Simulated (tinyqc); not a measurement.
Undoped symmetric double-gate MOSFET, analytic potential model: one step of the calculation.

An undoped body of thickness ts between two equal insulators and tied gates; long channel, electrons only, n = ni exp((psi - V)/Vt) with V the quasi-Fermi potential (0 at the source, Vd at the drain), constant mobility, no quantisation. Across the body psi(x) = V - 2 Vt ln[(ts/(2 beta)) sqrt(q ni/(2 eps0 eps_r Vt)) cos(2 beta x/ts)], x from the centre. Q is the electron charge per area of the whole body.

Task. Potential and electron density across the body at the source. psi(x) as above with V = 0 and beta = beta_s; n = ni exp(psi/Vt).

Inputs (values chosen for the exercise); material values close to those of silicon:
- T = 325 K (temperature)
- eps_r = 11.7 (relative permittivity of the semiconductor)
- Nc = 3.21e19 cm^-3 (conduction-band density of states at T)
- ts = 8 nm (body thickness)

Constants: q = 1.602176634e-19 C, kB = 1.380649e-23 J/K, Vt = kB T/q, eps0 = 8.8541878128e-14 F/cm where lengths are in cm. Results are converted to the units shown.

x/ts, point 0 to 6: 0  0.1  0.2  0.3  0.4  0.45  0.5
beta_s = 1.3963646
ni = 5.3206617e10 cm^-3

Wanted: psi; n.

Result.

```
point	psi (V)	n (cm^-3)
0	0.5107	4.414e18
1	0.5129	4.777e18
2	0.5199	6.137e18
3	0.5332	9.859e18
4	0.5569	2.297e19
5	0.5765	4.625e19
6	0.6088	1.465e20
```

The density at the surface is 33.2 times that at the centre (1/cos^2 beta). It reaches 4.6 Nc, where Boltzmann statistics overestimate it.

Numbers from tinyqc (`OMP_NUM_THREADS=1 python tinyqc.py 2440030 2440031 out.jsonl`; about 0.01 s on one thread of a shared Intel Xeon 2.30GHz).
